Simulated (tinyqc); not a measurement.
# Changing the nearest-neighbour distance d

Model: rigid-ion and shell models of the dielectric response of an ionic crystal. Computed by tinyqc, a small Python program. Command: `OMP_NUM_THREADS=1 python tinyqc.py 3007737 3007738 out.jsonl shell sweep`. One thread of a shared host (Intel(R) Xeon(R) Processor @ 2.30GHz), about 0.01 s of CPU time with the checks.

Charges +Z and -Z; 6 nearest neighbours, Madelung constant M = 1.747565, volume per ion pair Omega = 2.000000 d^3. Energy per pair U = -M Z^2 e2/d + 6 A exp(-d/rho), e2 = e^2/(4 pi eps_0). In the shell model the anion is a core of charge Y - Z and a massless shell of charge -Y, joined by the spring k; the repulsion acts on the shell. Each ion feels the Lorentz field E + (4 pi/3) P (Gaussian units).

Inputs (values chosen for the exercise, for a model crystal):
```
quantity                       value           unit
ionic charge Z                     1              e
hardness d/rho                  10.6              -
cation mass                      173              u
anion mass                      79.9              u
shell charge size Y             3.13              e
core-shell spring k             43.8  eV/angstrom^2
cation polarisability alpha_+   0.48     angstrom^3
```

Structure: rock salt.

Constants: e^2/(4 pi eps_0) = 14.39964548 eV angstrom; 1 eV/angstrom^3 = 160.2176634 GPa; nu for 1 eV/(angstrom^2 u) = 15.6333042 THz; 1 THz = 33.35640952 1/cm.

Method:
- Zero pressure fixes 6 A exp(-d/rho) = M Z^2 e2 rho/d^2. Then U = -(M Z^2 e2/d)(1 - rho/d), B = M Z^2 e2 (d/rho - 2)/(9 Omega d), and the spring of one sublattice against the other is R = (1/3) x (Laplacian of the repulsion summed over neighbours) = M Z^2 e2 (d/rho - 2)/(3 d^3), so R = 3 B Omega/d^2.
- Eliminating the shell gives the anion polarisability alpha_- = Y^2 e2/(k + R), the Szigeti charge Z_S = Z - Y R/(k + R) and the softened spring R' = k R/(k + R). With b = 4 pi (alpha_+ + alpha_-)/(3 Omega): eps_inf = (1 + 2b)/(1 - b) (Clausius-Mossotti); Born charge Z* = Z_S (eps_inf + 2)/3.
- mu lambda_TO = R' - (4 pi e2/(3 Omega)) Z_S^2/(1 - b); mu lambda_LO = mu lambda_TO + 4 pi e2 Z*^2/(eps_inf Omega); eps_s = eps_inf lambda_LO/lambda_TO.
- lambda in eV/(angstrom^2 u) gives the wavenumber 15.6333042 x 33.35640952 x sqrt(lambda); mu is the reduced mass.

One run for each value:
```
nearest-neighbour distance d (angstrom)   eps_s  eps_inf  omega_TO (1/cm)  bulk modulus B (GPa)
2.66                                     6.2750   2.8621           101.50                38.476
2.82                                     5.5414   2.4448            93.74                30.460
2.97                                     5.0702   2.1703            87.19                24.757
3.13                                     4.7073   1.9555            80.94                20.070
3.29                                     4.4381   1.7940            75.34                16.441
3.44                                     4.2436   1.6763            70.64                13.756
3.60                                     4.0799   1.5765            66.11                11.469
3.76                                     3.9494   1.4965            62.04                 9.638
3.91                                     3.8496   1.4350            58.58                 8.242
```

Over the rows, eps_s falls from 6.27 to 3.85 (exponent d ln y / d ln x -2.1 between the first rows and -0.65 between the last); eps_inf falls from 2.86 to 1.44 (exponent d ln y / d ln x -2.7 between the first rows and -1.1 between the last); omega_TO (1/cm) falls from 102 to 58.6 (exponent d ln y / d ln x -1.4 between the first rows and -1.5 between the last). The exponent of bulk modulus B stays at -4: B is an energy ~ 1/d over a volume ~ d^3. d/rho, k and the cation polarisability are held fixed, so each row is a different crystal at zero pressure, not one crystal under strain.
